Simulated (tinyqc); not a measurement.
Resistivity of narrow wires: free and nearly free electrons in a metal.

The cubic cell holds 4 atoms: n = 4 z/a^3, kF = (3 pi^2 n)^(1/3), EF = c kF^2/m, vF = 2 c kF/(m hbar), c = hbar^2/2m0; rs = (3/(4 pi n))^(1/3)/a0; D(EF) = 3 n/(2 EF).

Square wire of width w with grain size w: rho/rho0 = 1/(1 - 3 al/2 + 3 al^2 - 3 al^3 ln(1 + 1/al)) + (3/4) (1 - p) l/w, with al = (l/w) Rg/(1 - Rg) (Mayadas-Shatzkes plus the thick-wire form of Fuchs-Sondheimer); l = hbar kF/(n e^2 rho), e = 1.602176634e-19 C.

Constants: hbar^2/2m0 = 3.80998211 eV angstrom^2; hbar = 6.58211957e-16 eV s; a0 (Bohr radius) = 0.5291772105 angstrom.

Parameters, chosen for this exercise (near those of Cu, whose d bands this model ignores; shifted at random, so the results belong to these values and not to a real crystal):
- a = 3.601 angstrom (fcc lattice constant)
- z = 1 (free electrons an atom)
- m = 1 m0 (mass)
- rho = 1.86 micro-ohm cm (bulk resistivity)
- p = 0.5 (specularity of the surfaces)
- Rg = 0.14 (reflection at grain boundaries)

Wires:

| w (nm) | al | grain term (factor - 1) | surface term | rho (micro-ohm cm) |
|---|---|---|---|---|
| 200 | 0.029 | 0.042 | 0.066 | 2.06 |
| 100 | 0.057 | 0.084 | 0.132 | 2.26 |
| 50 | 0.114 | 0.166 | 0.264 | 2.66 |
| 30 | 0.191 | 0.274 | 0.440 | 3.19 |
| 20 | 0.286 | 0.407 | 0.659 | 3.84 |
| 14 | 0.409 | 0.576 | 0.942 | 4.68 |
| 10 | 0.572 | 0.799 | 1.319 | 5.80 |
| 7 | 0.818 | 1.132 | 1.884 | 7.47 |

l = 35.16 nm

At 7 nm the resistivity is 4.02 times the bulk value; surfaces add more (1.13 from grains, 1.88 from surfaces). It passes twice the bulk value between 30 and 20 nm. The surface formula is meant for w above l = 35 nm, so the rows below that are rough.

Run: tinyqc, `OMP_NUM_THREADS=1 python tinyqc.py 1650140 1650141 out.jsonl`; Intel(R) Xeon(R) Processor @ 2.30GHz, one thread, shared host; about 0.01 s of CPU time with all checks.
